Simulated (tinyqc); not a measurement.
Diffused layer (complementary error function), carriers, mobility and sheet resistance with incomplete ionisation: one step of the calculation.

An n-type layer from the surface x = 0 to the junction xj, N(x) = N0 erfc(x/Ld). Local neutrality (no depletion at surface or junction, no spilling of carriers), intrinsic carriers neglected, Boltzmann statistics.

Task. Sheet quantities by the trapezoid rule. Dose = integral of N, carrier sheet density = integral of n, 1/Rs = q integral of n mu, mean mobility 1/(q Rs sheet density), Hall mobility (unit Hall factor) = integral of n mu^2 over integral of n mu, Hall sheet density = (integral of n mu)^2/integral of n mu^2; all from 0 to xj.

Constants: q = 1.602176634e-19 C. Results are converted to the units shown.

```
point,x (nm),N (cm^-3),n (1e17 cm^-3),mu (cm^2/(V s))
0,0.00000,8.7e17,3.1000315,2610.0071
1,16.11578,6.8816923e17,2.6761612,2759.3438
2,32.23156,5.1860117e17,2.2299484,2947.4667
3,48.34734,3.7113335e17,1.7827245,3180.0917
4,64.46312,2.5153453e17,1.3564821,3462.1115
5,80.57890,1.6107952e17,0.9714646,3796.0515
6,96.69468,9.7280474e16,0.6440321,4179.5109
7,112.81046,5.5317035e16,0.3847255,4601.4765
8,128.92624,2.9577375e16,0.1963458,5038.1719
9,145.04202,1.4853953e16,0.0727015,5451.2733
10,161.15780,7e15,0.0000000,5794.9701
```

Wanted: dose; carrier sheet density; Rs; mean mobility; Hall mobility; Hall sheet density.

Result.

dose = 4.232e12 cm^-2
carrier sheet density = 1.912e12 cm^-2
Rs = 1022 ohm/square
mean mobility = 3195 cm^2/(V s)
Hall mobility = 3301 cm^2/(V s)
Hall sheet density = 1.850e12 cm^-2

Carriers make up 45.2 % of the dose. A Hall measurement weights the mobile tail, so its sheet density is 3.2 % below the true one.

Program tinyqc, `OMP_NUM_THREADS=1 python tinyqc.py 2110162 2110163 out.jsonl`; Intel Xeon 2.30GHz, shared host, one thread, about 0.02 s.
